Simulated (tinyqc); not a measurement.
# Undoped symmetric double-gate MOSFET, analytic potential model: two studies

An undoped body of thickness ts between two equal insulators and tied gates; long channel, electrons only, n = ni exp((psi - V)/Vt) with V the quasi-Fermi potential (0 at the source, Vd at the drain), constant mobility, no quantisation. Across the body psi(x) = V - 2 Vt ln[(ts/(2 beta)) sqrt(q ni/(2 eps0 eps_r Vt)) cos(2 beta x/ts)], x from the centre. Q is the electron charge per area of the whole body.

Inputs (values chosen for the exercise); material values close to those of silicon: temperature T = 300 K; band gap Eg = 1.11 eV; relative permittivity of the semiconductor eps_r = 11.7; conduction-band density of states at T Nc = 2.85e19 cm^-3; valence-band density of states at T Nv = 2.62e19 cm^-3; relative permittivity of the gate insulator eox = 7.13; insulator thickness tox = 3.7 nm; body thickness ts = 5 nm; gate work function less that of the intrinsic body dphi = 0.01 V; channel mobility mu = 100 cm^2/(V s); gate length L = 1 um; drain voltage Vd = 0.3 V.

Constants: q = 1.602176634e-19 C, kB = 1.380649e-23 J/K, Vt = kB T/q, eps0 = 8.8541878128e-14 F/cm where lengths are in cm. Results are converted to the units shown.

Each table varies one quantity; the others keep the values above.

## Effect of the body thickness

ni = sqrt(Nc Nv) exp(-Eg/(2 Vt)), Eg in volts; r = eps_r tox/(eox ts); V0 = dphi + 2 Vt ln[(2/ts) sqrt(2 eps0 eps_r Vt/(q ni))]. beta (between 0 and pi/2) solves (Vg - V0 - V)/(2 Vt) = ln(beta) - ln(cos beta) + 2 r beta tan(beta). Q = 8 eps0 eps_r Vt beta tan(beta)/ts; I = mu (1/L)(4 eps0 eps_r/ts)(2 Vt)^2 [g(beta_s) - g(beta_d)] per width, g = beta tan(beta) - beta^2/2 + r beta^2 tan^2(beta), with beta_s at V = 0 and beta_d at V = Vd.  I(low) is taken at Vg = 0.27 V, Qs and I(high) at Vg = 1.02 V.

Effect of the body thickness:

| ts (nm) | V0 (V) | I(low) (nA/um) | Qs(high) (nC/cm^2) | I(high) (uA/um) |
|---|---|---|---|---|
| 1.7 | 0.5786 | 0.02130 | 1440 | 29.42 |
| 2.3 | 0.5630 | 0.02882 | 1451 | 29.82 |
| 3.3 | 0.5443 | 0.04135 | 1461 | 30.22 |
| 4.6 | 0.5271 | 0.05764 | 1467 | 30.49 |
| 6.4 | 0.5101 | 0.08018 | 1472 | 30.69 |
| 8.9 | 0.4930 | 0.1115 | 1474 | 30.82 |
| 12 | 0.4776 | 0.1503 | 1476 | 30.91 |

What does the comparison show?

As ts goes from 1.7 to 12 nm, I(low) rises from 0.0213 to 0.150 nA/um and I(high) rises from 29.4 to 30.9 uA/um. On average I(low) goes as ts^(1.00) and I(high) goes as ts^(0.03). Below threshold the charge is proportional to the cross-section of the body; above it the insulator sets the charge. In every row the surface density at the source at the higher gate voltage passes 0.3 Nc, where Boltzmann statistics fail. For ts = 1.7 to 6.4 nm the body is thin enough for quantum confinement, left out here, to raise the threshold.

## Output curve

Q = 8 eps0 eps_r Vt beta tan(beta)/ts; I = mu (1/L)(4 eps0 eps_r/ts)(2 Vt)^2 [g(beta_s) - g(beta_d)] per width, g = beta tan(beta) - beta^2/2 + r beta^2 tan^2(beta), with beta_s at V = 0 and beta_d at V = Vd.

In this table Vg = 1.13 V.

Output curve:

| Vd (V) | Qd (nC/cm^2) | Qd/Qs | I (uA/um) |
|---|---|---|---|
| 0.12 | 1438 | 0.7944 | 19.48 |
| 0.23 | 1104 | 0.6100 | 33.45 |
| 0.33 | 809.4 | 0.4472 | 43.01 |
| 0.44 | 501.1 | 0.2768 | 50.20 |
| 0.54 | 247.3 | 0.1366 | 53.91 |
| 0.65 | 45.51 | 0.02515 | 55.40 |
| 0.76 | 1.143 | 6.314e-4 | 55.55 |
| 0.86 | 0.02423 | 1.339e-5 | 55.55 |
| 0.97 | 3.440e-4 | 1.901e-7 | 55.55 |

What does the table show?

The current rises from 19.5 to 55.6 uA/um, while the charge at the drain end falls from 0.79 to 1.9e-7 of that at the source. The current first comes within 1 % of its last value at Vd = 0.65 V among the rows. Over the last rows Qd falls by a factor of e for each Vt of drain voltage: the drain end is in weak inversion. In every row the surface density at the source passes 0.3 Nc, where Boltzmann statistics fail. In every row the body is thin enough for quantum confinement, left out here, to raise the threshold.

tinyqc, about 0.01 s, one thread, Intel Xeon 2.30GHz (shared host): `OMP_NUM_THREADS=1 python tinyqc.py 2440063 2440064 out.jsonl`
